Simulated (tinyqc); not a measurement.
Quantum-confined Stark effect in a modulator well: sweeps and comparisons. A value that a table varies takes the place of the one given here.

Envelopes on cells of 0.5 angstrom over the well |z| < L/2 and 45 angstrom of barrier on each side, psi = 0 beyond, psi'/m continuous (mean mass between points), c = hbar^2/2m0. The electron sees + e F z and the hole - e F z, each with its offset in the barriers; 1 kV/cm = 1e-5 eV/angstrom. Light holes, band mixing and escape by tunnelling are left out.

Exciton: in-plane function exp(-rho/lam), 1/mu = 1/me + 1/mp, E(lam) = c/(mu lam^2) - (q/eps) times the integral over k of Fm(k)(1 + (k lam/2)^2)^(-3/2), Fm(k) the double integral of psi_e^2 psi_h^2 exp(-k |z - z'|), q = e^2/(4 pi eps0); binding Eb = -E at the minimum. Line at Eg + E_e + E_h - Eb, strength proportional to overlap^2/lam^2.

Constants: hbar^2/2m0 = 3.80998211 eV angstrom^2; e^2/(4 pi eps0) = 14.39964547 eV angstrom; hc = 1239.841984 eV nm.

Inputs chosen for the exercise (near those of an InGaAs well in InAlAs; not measured data): L = 142 angstrom (well width); Vc = 0.541 eV (conduction offset); Vv = 0.203 eV (heavy-hole offset); me = 0.0432 m0 (electron, well); meb = 0.073 m0 (electron, barrier); mh = 0.353 m0 (heavy hole along z, well); mhb = 0.451 m0 (heavy hole, barrier); Eg = 0.75 eV (gap of the well); mp = 0.116 m0 (heavy hole in the plane); eps = 13.8 (dielectric constant); Fs = (0, 23, 46, 69, 96, 123, 154) kV/cm (fields); Ls = (50, 66, 84, 104, 126, 150, 170) angstrom (widths); F_L = 98 kV/cm (field for this table); F = 98 kV/cm (field).

## Raising the field

All quantities anew; shifts from zero field.

Results:

| F (kV/cm) | dE_e (meV) | dE_h (meV) | Eb (meV) | line shift (meV) | overlap^2 | relative strength |
|---|---|---|---|---|---|---|
| 0 | 0.00 | 0.00 | 5.21 | 0.00 | 0.992 | 1.000 |
| 23 | -0.61 | -3.03 | 4.92 | -3.35 | 0.756 | 0.693 |
| 46 | -2.42 | -9.95 | 4.52 | -11.68 | 0.471 | 0.376 |
| 69 | -5.35 | -18.67 | 4.21 | -23.02 | 0.292 | 0.207 |
| 96 | -10.08 | -30.22 | 3.94 | -39.03 | 0.168 | 0.106 |
| 123 | -16.02 | -42.69 | 3.75 | -57.24 | 0.097 | 0.057 |
| 154 | -24.09 | -57.82 | 3.58 | -80.28 | 0.053 | 0.028 |

How do the results move?

The line shift grows with exponent 1.80 in F at low field and 1.50 at the end, as the carriers come up against opposite walls and the dipole begins to saturate. The hole gives 83 % of the level shift in the second row and 71 % in the last. The largest shift is 15.4 times the zero-field binding, yet 69 % of the binding survives, since the walls stop the field from pulling the pair apart. Half the strength is gone between 23 and 46 kV/cm.

## Width of the well

Zero-field line, its shift at F_L and the relative strength.

Results:

| L (angstrom) | line at F = 0 (nm) | Eb (meV) | shift (meV) | relative strength | shift x strength (meV) |
|---|---|---|---|---|---|
| 50 | 1386.5 | 6.49 | -2.61 | 0.950 | 2.48 |
| 66 | 1461.5 | 6.21 | -5.51 | 0.852 | 4.69 |
| 84 | 1515.3 | 5.92 | -10.78 | 0.654 | 7.05 |
| 104 | 1553.6 | 5.65 | -19.05 | 0.403 | 7.68 |
| 126 | 1580.9 | 5.38 | -30.57 | 0.194 | 5.93 |
| 150 | 1600.5 | 5.13 | -45.57 | 0.071 | 3.23 |
| 170 | 1611.8 | 4.95 | -59.72 | 0.026 | 1.56 |

How do the results move?

The shift grows with exponent 2.69 in L over the first two rows and 2.16 over the last two, against 4 for hard walls at second order; leakage lowers it in narrow wells and saturation in wide ones. The strength falls from 0.95 to 0.03, and the product of the two is largest at 104 angstrom.

## What each parameter does

Zero-field line, shift at F, overlap^2 and Eb at F. Each row changes one parameter from the base and keeps the others.

Results:

| case | line (nm) | shift (meV) | overlap^2 | Eb (meV) |
|---|---|---|---|---|
| base | 1594.8 | -40.31 | 0.161 | 3.93 |
| L = 132 angstrom | 1586.6 | -34.09 | 0.227 | 4.18 |
| F = 78 kV/cm | 1594.8 | -28.08 | 0.242 | 4.11 |
| Vc = 0.433 eV | 1597.3 | -41.15 | 0.153 | 3.88 |
| Vv = 0.254 eV | 1594.6 | -39.51 | 0.168 | 3.95 |
| me = 0.0497 m0 | 1600.7 | -40.61 | 0.146 | 4.12 |
| mh = 0.3 m0 | 1593.6 | -39.37 | 0.177 | 3.95 |
| eps = 12.4 | 1596.9 | -40.00 | 0.161 | 4.63 |

What can be read from the table?

The largest shifts from the base row, up to three for each result and ties (the steps differ in size, so this ranks the rows, not the parameters). line (nm): L -8.2, me +5.9, Vc +2.4; unchanged at the printed digits by F. shift (meV): F +12.23, L +6.22, mh +0.93. overlap^2: F +0.081, L +0.066, mh +0.016; unchanged at the printed digits by eps. Eb (meV): eps +0.71, L +0.26, me +0.19.

Computed by tinyqc, a small Python program: `OMP_NUM_THREADS=1 python tinyqc.py 1280374 1280375 out.jsonl` (the numbers bound the seed that draws the inputs); one thread of a shared host (Intel(R) Xeon(R) Processor @ 2.30GHz), about 0.3 s for the whole set of steps.
